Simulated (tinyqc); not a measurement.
## Two channel transmissions from conductance and noise

Problem. A contact has two spin-degenerate channels: G = (2 q^2/h)(T1 + T2), Fano factor F = [T1 (1 - T1) + T2 (1 - T2)]/(T1 + T2), T1 > T2. Find T1 and T2.

G in units of 2 q^2/h = 1.01
Fano factor = 0.13732673

Solution. With g = T1 + T2, T1^2 + T2^2 = g (1 - F), so (T1 - T2)^2 = 2 g (1 - F) - g^2.

T1 = 0.9300
T2 = 0.08000

Computed by the program tinyqc: `OMP_NUM_THREADS=1 python tinyqc.py 2740105 2740106 out.jsonl`, one thread of a shared Intel Xeon 2.30GHz, about 0.08 s for the whole run.
